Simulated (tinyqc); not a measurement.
# Double-gate transistor below threshold, two-dimensional Poisson equation on a small mesh, step by step

Numbers from tinyqc (`OMP_NUM_THREADS=1 python tinyqc.py 2480119 2480120 out.jsonl`; about 0.1 s on one thread of a shared Intel Xeon 2.30GHz). Printed values are rounded.

Half of a symmetric double-gate structure: row 0 is the mid-plane of the body, where the normal field vanishes. Mobile charge is neglected (subthreshold), the body is fully depleted, and potentials are counted from the intrinsic level; rows run upward to the gate, columns from source to drain.

Inputs (values chosen for the exercise); semiconductor permittivity close to that of silicon: temperature T = 273 K; relative permittivity of the semiconductor eps_r = 11.6; relative permittivity of the insulator eox = 7.5; half the body thickness tb = 5 nm; insulator thickness tox = 2.8 nm; channel length L = 44 nm; acceptor density of the depleted body Na = 1.1e18 cm^-3; potential of the source Vbi = 0.46 V; gate offset Vfb = 0.08 V; gate voltage Vg = 0.1 V; drain voltage Vd = 0.05 V.

Constants: q = 1.602176634e-19 C, kB = 1.380649e-23 J/K, Vt = kB T/q, eps0 = 8.8541878128e-14 F/cm where lengths are in cm. Results are converted to the units shown.

## Coefficients of the five-point equations

Mesh: rows i = 0..3 in the semiconductor (step hs = tb/3, row 3 on the interface), then 2 step(s) ho = tox/2 up to the gate row 5; columns j = 0..6 (step hy = L/6). Box integration, divided by eps0: up_i = eps hy/h of the interval above row i, dn_i = that of the interval below (0 for row 0), lat_i = (sum of eps h/2 over the intervals above and below)/hy, s_i = -q Na w_i hy/eps0 with w_i the semiconductor height of the box (hs/2 for row 0 and the interface row, hs between, 0 in the insulator). Each free node obeys (up + dn + 2 lat) psi = up psi(above) + dn psi(below) + lat [psi(left) + psi(right)] + s.

| row | up | dn | lat | s (V) |
|---|---|---|---|---|
| 0 | 51.04 | 0 | 1.318182 | -0.1216395 |
| 1 | 51.04 | 51.04 | 2.636364 | -0.2432789 |
| 2 | 51.04 | 51.04 | 2.636364 | -0.2432789 |
| 3 | 39.28571 | 51.04 | 2.034091 | -0.1216395 |
| 4 | 39.28571 | 39.28571 | 1.431818 | 0 |

## Iteration 1: over-relaxation sweep (omega = 1.54)

psi at the start (fixed values on the edges, free nodes at zero) (V):

|  | j=0 | j=1 | j=2 | j=3 | j=4 | j=5 | j=6 |
|---|---|---|---|---|---|---|---|
| row 0 | 0.4600000 | 0.0000000 | 0.0000000 | 0.0000000 | 0.0000000 | 0.0000000 | 0.5100000 |
| row 1 | 0.4600000 | 0.0000000 | 0.0000000 | 0.0000000 | 0.0000000 | 0.0000000 | 0.5100000 |
| row 2 | 0.4600000 | 0.0000000 | 0.0000000 | 0.0000000 | 0.0000000 | 0.0000000 | 0.5100000 |
| row 3 | 0.4600000 | 0.0000000 | 0.0000000 | 0.0000000 | 0.0000000 | 0.0000000 | 0.5100000 |
| row 4 | 0.2400000 | 0.0000000 | 0.0000000 | 0.0000000 | 0.0000000 | 0.0000000 | 0.2650000 |
| row 5 | 0.0200000 | 0.0200000 | 0.0200000 | 0.0200000 | 0.0200000 | 0.0200000 | 0.0200000 |

Free nodes: rows 0..4, columns 1..5, taken row by row from row 0, left to right. t = (up psi(above) + dn psi(below) + lat [psi(left) + psi(right)] + s)/(up + dn + 2 lat), with the newest neighbours; psi(new) = psi + 1.54 (t - psi).

psi after iteration 1 (V):

|  | j=0 | j=1 | j=2 | j=3 | j=4 | j=5 | j=6 |
|---|---|---|---|---|---|---|---|
| row 0 | 0.4600000 | 0.0139070 | -0.0029639 | -0.0036020 | -0.0036261 | 0.0156608 | 0.5100000 |
| row 1 | 0.4600000 | 0.0240894 | -0.0047490 | -0.0063068 | -0.0063834 | 0.0270230 | 0.5100000 |
| row 2 | 0.4600000 | 0.0315447 | -0.0057740 | -0.0083260 | -0.0084786 | 0.0352630 | 0.5100000 |
| row 3 | 0.4600000 | 0.0395480 | -0.0054801 | -0.0090994 | -0.0093466 | 0.0439933 | 0.5100000 |
| row 4 | 0.2400000 | 0.0507380 | 0.0121610 | 0.0084276 | 0.0081429 | 0.0549380 | 0.2650000 |
| row 5 | 0.0200000 | 0.0200000 | 0.0200000 | 0.0200000 | 0.0200000 | 0.0200000 | 0.0200000 |

## Iteration 2: over-relaxation sweep (omega = 1.54)

As before.

psi after iteration 2 (V):

|  | j=0 | j=1 | j=2 | j=3 | j=4 | j=5 | j=6 |
|---|---|---|---|---|---|---|---|
| row 0 | 0.4600000 | 0.0415607 | -0.0074080 | -0.0111976 | -0.0107106 | 0.0465075 | 0.5100000 |
| row 1 | 0.4600000 | 0.0542455 | -0.0087641 | -0.0149518 | -0.0136363 | 0.0605606 | 0.5100000 |
| row 2 | 0.4600000 | 0.0653282 | -0.0086455 | -0.0172513 | -0.0150579 | 0.0727388 | 0.5100000 |
| row 3 | 0.4600000 | 0.0786613 | 0.0038785 | -0.0062159 | -0.0030033 | 0.0868649 | 0.5100000 |
| row 4 | 0.2400000 | 0.0527269 | 0.0128288 | 0.0062574 | 0.0098870 | 0.0571690 | 0.2650000 |
| row 5 | 0.0200000 | 0.0200000 | 0.0200000 | 0.0200000 | 0.0200000 | 0.0200000 | 0.0200000 |

## Course of the iteration: over-relaxation sweep (omega = 1.54)

Stop when the largest change of psi is below 1e-7 V, or after 400 iterations. Fixed values: gate row Vg - Vfb; column 0 at Vbi and the last column at Vbi + Vd in the semiconductor, each running linearly to Vg - Vfb across the insulator.

Course of the iteration:

| iteration | psi at row 0, j = 3 (V) | largest \|change\| of one entry (V) |
|---|---|---|
| 1 | -0.003601988 | 0.0549 |
| 2 | -0.01119756 | 0.0429 |
| 3 | -0.02012426 | 0.0354 |
| 4 | -0.02827593 | 0.0308 |
| 5 | -0.02449093 | 0.0291 |
| 6 | -0.02267499 | 0.0106 |
| 7 | -0.01914210 | 7.05e-3 |
| 8 | -0.01528371 | 4.81e-3 |
| 9 | -0.01189171 | 3.39e-3 |
| ... | ... | ... |
| 20 | -0.007082414 | 8.28e-6 |
| 21 | -0.007077608 | 4.81e-6 |
| 22 | -0.007075398 | 2.64e-6 |
| 23 | -0.007074156 | 1.32e-6 |
| 24 | -0.007073524 | 6.99e-7 |
| 25 | -0.007073192 | 3.88e-7 |
| 26 | -0.007073022 | 2.15e-7 |
| 27 | -0.007072905 | 1.45e-7 |
| 28 | -0.007072848 | 7.59e-8 |

Converged in 28 iterations. The changes do not fall evenly; from iteration 23 to 28 they shrink by a factor of 1.8 a step on average.

## Barrier, swing and barrier lowering

converged psi (V):

|  | j=0 | j=1 | j=2 | j=3 | j=4 | j=5 | j=6 |
|---|---|---|---|---|---|---|---|
| row 0 | 0.4600000 | 0.1280293 | 0.0164956 | -0.0070728 | 0.0211565 | 0.1447023 | 0.5100000 |
| row 1 | 0.4600000 | 0.1247195 | 0.0166070 | -0.0060273 | 0.0210780 | 0.1408420 | 0.5100000 |
| row 2 | 0.4600000 | 0.1144421 | 0.0170696 | -0.0027846 | 0.0209799 | 0.1288661 | 0.5100000 |
| row 3 | 0.4600000 | 0.0961117 | 0.0182946 | 0.0029715 | 0.0213031 | 0.1075426 | 0.5100000 |
| row 4 | 0.2400000 | 0.0605813 | 0.0197467 | 0.0118036 | 0.0213032 | 0.0665627 | 0.2650000 |
| row 5 | 0.0200000 | 0.0200000 | 0.0200000 | 0.0200000 | 0.0200000 | 0.0200000 | 0.0200000 |

d psi/dVg on row 0: j=0 0.0000000, j=1 0.6615861, j=2 0.8886825, j=3 0.9388619, j=4 0.8886825, j=5 0.6615861, j=6 0.0000000
d psi/dVd on row 0: j=0 0.000000, j=1 0.002477, j=2 0.009050, j=3 0.030569, j=4 0.102268, j=5 0.335937, j=6 1.000000

The barrier is read along row 0, the path farthest from the gate. Take the node j of lowest psi: barrier Vbi - psi_j; swing Vt ln 10/(d psi_j/dVg); DIBL = (d psi_j/dVd)/(d psi_j/dVg). The derivatives solve the same equations with s = 0 and a unit change of that voltage.

j = 3
barrier = 0.4670728 V
swing = 57.69650 mV/decade
DIBL = 32.55966 mV/V

A mesh of 12, 8 and 80 steps (semiconductor, insulator, channel) gives a barrier of 0.474 V, a swing of 56.9 mV a decade and a DIBL of 24.1 mV/V; the small mesh puts the barrier 1.4 % below that. In this column psi is higher at the interface than on row 0, so electrons would pass more easily near the interface.
